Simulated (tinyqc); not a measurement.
Exchange-split free-electron bands and tunnelling magnetoresistance, step by step. Values are carried at full precision from step to step, so a last printed digit may differ when a step is redone from the rounded ones.

Majority and minority bands E = c k^2/m -/+ Dx/2, c = hbar^2/2m0, so k_up = sqrt(m (EF + Dx/2)/c), k_dn = sqrt(m (EF - Dx/2)/c); n_s = k_s^3/(6 pi^2), D_s = m k_s/(4 pi^2 c).

Constants: hbar^2/2m0 = 3.80998211 eV angstrom^2.

Values chosen for the exercise: EF = 4.2 eV (Fermi energy above the mean band bottom); Dx = 5.74 eV (exchange splitting); m = 0.93 m0 (mass in the electrodes); mb = 0.47 m0 (mass in the barrier); phi = 2.19 eV (barrier height above EF); d = 12.5 angstrom (barrier thickness).

## The two Fermi spheres

Give k_s, n_s, D_s, the moment per electron (n_up - n_dn)/n and three polarisations: of D, of D v and of D v^2 (v proportional to k).

k_up, k_dn (1/angstrom): [1.3137, 0.5698]

n_up, n_dn (1/angstrom^3): [0.03828, 0.00312]

D_up, D_dn (1/(eV angstrom^3)): [0.00812, 0.00352]

moment per electron = 0.8491 muB

polarisations: D 0.3950, D v 0.6833, D v^2 0.8491

The three numbers differ although they describe one band structure: each probe (density of states, ballistic current, diffusive current) weights the velocity differently.

## Transmissions

Barrier: kappa = sqrt(mb phi/c), c = hbar^2/2m0. With a = k1/m, b = k2/m, w = kappa/mb, the transmission at normal incidence is T(k1, k2) = 4 a b w^2/[w^2 (a + b)^2 + (w^2 + a^2)(w^2 + b^2) sinh^2(kappa d)]. Parallel: G_P = T(up, up) + T(dn, dn); antiparallel: G_AP = 2 T(up, dn); TMR = (G_P - G_AP)/G_AP. Julliere: TMR = 2 P^2/(1 - P^2). Slonczewski factor: P_eff = P_k (w^2 - a_up a_dn)/(w^2 + a_up a_dn), P_k = (k_up - k_dn)/(k_up + k_dn).

Evaluate kappa and the three T.

kappa = 0.5198 1/angstrom
kappa d = 6.497

T: up-up 8.570e-06, dn-dn 6.536e-06, up-dn 7.484e-06

The majority channel transmits more, by a factor 1.31; the common factor exp(-2 kappa d) is 2.27e-06.

## Magnetoresistance

From the T, and from the Julliere formula with P_k and with P_eff.

TMR from T = 0.92 %
P_k = 0.3950
P_eff = 0.0676
Julliere with P_k = 36.97 %
Julliere with P_eff = 0.92 %

The interface factor is +0.171. The plain Julliere value lies 36.0 points above the result and the one with P_eff 0.00 points from it. Symmetry filtering in crystalline barriers, which gives far larger values, is outside this model.

## Checks

- TMR of a thick barrier against the Julliere formula with P_eff: both 0.009188.

Program tinyqc; command `OMP_NUM_THREADS=1 python tinyqc.py 1680017 1680018 out.jsonl`; about 0.01 s on one thread of a shared Intel(R) Xeon(R) Processor @ 2.30GHz.
